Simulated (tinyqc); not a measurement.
Growth with time: grain growth, pinning, strength and diffusional creep of a polycrystal or thin film. Computed by tinyqc, a small Python program. Command: `OMP_NUM_THREADS=1 python tinyqc.py 3024441 3024442 out.jsonl grain walk`. One thread of a shared host (Intel(R) Xeon(R) Processor @ 2.30GHz), about 0.01 s of CPU time with the checks.

One mean grain size d describes the structure.

Inputs (values chosen for the exercise, modelled on tungsten):

| quantity | value | unit |
|---|---|---|
| boundary energy gamma | 1.1 | J/m^2 |
| mobility prefactor M0 | 1.1e-05 | m^4/(J s) |
| activation energy of boundary motion Q_m | 4.87 | eV |
| anneal temperature T | 2395 | K |
| initial grain size d0 | 180 | nm |
| particle volume fraction f | 0.014 | - |
| particle radius r | 3.2 | nm |

Sample: bulk.

Constants: k_B = 8.617333262e-05 eV/K.

Method. M = M0 exp(-Q_m/(k_B T)). The driving pressure is 2 gamma/d. Zener pinning pressure 3 f gamma/(2 r) stops growth at d_Z = 4 r/(3 f). The limit is d_lim = d_Z. dd/dt = 2 M gamma (1/d - 1/d_lim) integrates to 2 M gamma t = d_lim (d0 - d) + d_lim^2 ln[(d_lim - d0)/(d_lim - d)]; without pinning d^2 = d0^2 + 4 M gamma t.

limit d_lim = 304.762 nm

mobility M = 6.21574e-16 m^4/(J s)

At T:

| t (s) | free growth (nm) | pinned growth (nm) | d/d_lim |
|---|---|---|---|
| 0.1 | 180.76 | 180.31 | 0.59164 |
| 0.34 | 182.56 | 181.05 | 0.59407 |
| 1 | 187.44 | 183.05 | 0.60062 |
| 3.4 | 204.20 | 189.88 | 0.62303 |
| 10 | 244.44 | 205.83 | 0.67538 |
| 34 | 354.10 | 243.32 | 0.79840 |
| 100 | 553.08 | 284.45 | 0.93334 |
| 340 | 980.96 | 304.21 | 0.99818 |

The apparent exponent d ln d/d ln t of the pinned growth is at most about 0.14, below the ideal 1/2, and falls to 0.055 in the last rows: the initial size hides the law early and pinning hides it late.
